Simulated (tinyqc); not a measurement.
Valley-orbit splitting of a donor ground state, with strain: one step, computed by the program tinyqc.

The basis is the 1s envelope in each valley; energies are counted from the unstrained conduction-band edge. The strain is e_s (a a^T - 1/3) for the unit stress axis a, so valley j along n_j moves by Xi_u e_s w_j with w_j = (n_j.a)^2 - 1/3: -1/3 for x and y, +2/3 for z.

Problem. Levels and ground state under strain. Diagonalise H; the ground vector has positive components. The density at the nucleus, and so the contact hyperfine coupling, scales as (sum_j c_j)^2/(number of valleys), which is 1 without strain; the envelopes are held fixed.

Valleys: six along <100>. Stress axis: [001].

H (meV), rows +x, -x, +y, -y, +z, -z:
$$\begin{pmatrix}
-38.54645 & -1.28000 & -1.91000 & -1.91000 & -1.91000 & -1.91000 \\
-1.28000 & -38.54645 & -1.91000 & -1.91000 & -1.91000 & -1.91000 \\
-1.91000 & -1.91000 & -38.54645 & -1.28000 & -1.91000 & -1.91000 \\
-1.91000 & -1.91000 & -1.28000 & -38.54645 & -1.91000 & -1.91000 \\
-1.91000 & -1.91000 & -1.91000 & -1.91000 & -38.91709 & -1.28000 \\
-1.91000 & -1.91000 & -1.91000 & -1.91000 & -1.28000 & -38.91709
\end{pmatrix}$$

Give: levels; valley amplitudes of the ground state; hyperfine ratio A/A_0.

Solution.

levels (meV): [-47.59, -37.64, -37.27, -37.27, -36.25, -36.01]

valley amplitudes of the ground state: +x 0.4038, -x 0.4038, +y 0.4038, -y 0.4038, +z 0.4171, -z 0.4171

hyperfine ratio A/A_0 = 0.9998
